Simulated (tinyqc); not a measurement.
Velocity against field: two-valley model of the transferred-electron effect. Computed by tinyqc, a small Python program. Command: `OMP_NUM_THREADS=1 python tinyqc.py 3017951 3017952 out.jsonl gunn walk`. One thread of a shared host (Intel(R) Xeon(R) Processor @ 2.30GHz), about 0.01 s of CPU time with the checks.

Both kinds of valley share one electron temperature T_e, and each has a constant mobility.

Inputs (values chosen for the exercise, modelled on GaAs):

| quantity | value | unit |
|---|---|---|
| central-valley mass m1 | 0.065 | m_0 |
| satellite-valley mass m2 | 0.21 | m_0 |
| satellite valleys Z | 4 | - |
| valley separation dE | 0.32 | eV |
| central-valley mobility mu1 | 8400 | cm^2/(V s) |
| satellite-valley mobility mu2 | 200 | cm^2/(V s) |
| energy relaxation time tau_E | 1.1 | ps |
| lattice temperature T | 77 | K |
| electric field F | 3.8 | kV/cm |

Solver: bisection.

Constants: k_B = 8.617333262e-05 eV/K.

Method. Density-of-states ratio R = Z (m2/m1)^(3/2); n2/n1 = R exp(-dE/(k_B T_e)); mean mobility mu = (mu1 + mu2 n2/n1)/(1 + n2/n1); energy balance e mu F^2 = (3/2) k_B (T_e - T)/tau_E; v = mu F.

low-field mobility = 8400 cm^2/(V s)

R = 23.2284

The curve:

| F (kV/cm) | T_e (K) | share in the satellites (%) | v (1e7 cm/s) | low-field line (1e7 cm/s) |
|---|---|---|---|---|
| 0.38 | 87.3 | 7.8943e-16 | 0.3192 | 0.3192 |
| 0.95 | 141.5 | 9.3278e-09 | 0.7980 | 0.7980 |
| 1.90 | 335.0 | 3.5586e-02 | 1.5954 | 1.5960 |
| 2.70 | 579.4 | 3.6829e+00 | 2.1865 | 2.2680 |
| 3.80 | 865.8 | 2.4162e+01 | 2.4391 | 3.1920 |
| 5.30 | 1148.3 | 4.7787e+01 | 2.3752 | 4.4520 |
| 7.60 | 1516.2 | 6.6733e+01 | 2.2252 | 6.3840 |
| 11.00 | 2047.1 | 7.9107e+01 | 2.1046 | 9.2400 |
| 19.00 | 3487.6 | 8.8900e+01 | 2.1093 | 15.9600 |
| 38.00 | 8755.1 | 9.3827e+01 | 2.6836 | 31.9200 |

v falls between 3.8 and 11 kV/cm, while the share in the slow valleys goes from 24 to 79 %: transfer outruns the rise of the field. With constant mobilities n2/n1 tends to R and v ends on the line (mu1 + R mu2) F/(1 + R), a mobility of 538; real satellites saturate instead. Rows with T_e above 3000 K lie outside the range of a Maxwellian in parabolic valleys.

Extremes, crossings and ranges named in words are read from the listed rows.
